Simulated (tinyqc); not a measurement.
Memristor with linear dopant drift, Joglekar window: one step of the calculation.

A film of thickness D has a doped share x: R = Ron x + Roff (1 - x), i = v/R, dx/dt = k i F with k = mv Ron/D^2 and F = 1 - (2 x - 1)^(2 p). The drive is v = V0 sin(2 pi f t). The model has no threshold and no heating.

Task. Rate constant, charge and flux scales. k = mv Ron/D^2; R0 = R(x0); without a window the film fills (x = 1) after the charge (1 - x0)/k and the flux (R0^2 - Ron^2)/(2 k (Roff - Ron)); half a period supplies the flux V0/(pi f).

Parameters, values chosen for the exercise: resistance of the fully doped film Ron = 200 ohm; resistance of the undoped film Roff = 5000 ohm; film thickness D = 10 nm; dopant mobility mv = 6.5e-15 m^2/(V s); doped share at t = 0 x0 = 0.49; amplitude V0 = 0.6 V; frequency f = 7 Hz.

Wanted: k; R0; charge to fill; flux to fill; flux of half a period.

Result.

k = 13000 1/C
R0 = 2648.0 ohm
charge to fill = 39.231 uC
flux to fill = 0.055865 V s
flux of half a period = 0.027284 V s

Half a period supplies 48.8 % of the flux to fill.

Program tinyqc, `OMP_NUM_THREADS=1 python tinyqc.py 2880067 2880068 out.jsonl`; Intel Xeon 2.30GHz, shared host, one thread, about 0.1 s.
